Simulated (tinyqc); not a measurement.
The integration grid: Kohn-Sham R2SCAN on finer and finer grids in the sto-3g basis, for BeH2, spin multiplicity 1. Computed by the program tinyqc with PySCF. Self-consistent on each grid; the net force on the molecule should vanish.

Geometry (angstrom):
```
atom       x        y       z
Be    0.0000   0.0000  0.0000
H     0.0000   1.4530  0.0000
H     0.0000  -1.4530  0.0000
```

Kohn-Sham energy on Becke grids (radial x angular points per atom):
```
grid       points  residual of the electron count  E (hartree)  E - finest (mhartree)  largest net force without grid terms (hartree/bohr)
10 x 14       406                        4.78e-02   -15.712739             -45.918280                                             8.74e-16
15 x 26      1150                       -5.96e-04   -15.659190               7.631385                                             1.70e-15
20 x 50      2974                       -1.50e-03   -15.667714              -0.893136                                             8.26e-16
30 x 86      7702                       -5.98e-04   -15.666842              -0.020671                                             1.19e-15
50 x 194    29036                       -8.66e-06   -15.666818               0.003170                                             1.02e-15
75 x 302    67816                        5.42e-07   -15.666825              -0.004019                                             2.70e-16
120 x 590  212086                       -4.64e-10   -15.666821               0.000000                                             1.90e-15
```

What does the comparison show, and why?

The energy is within 0.1 mhartree of the finest grid first at 30 x 86. The error has both signs, since quadrature is not variational. The net force vanishes by symmetry here, so only the electron count signals a poor grid.
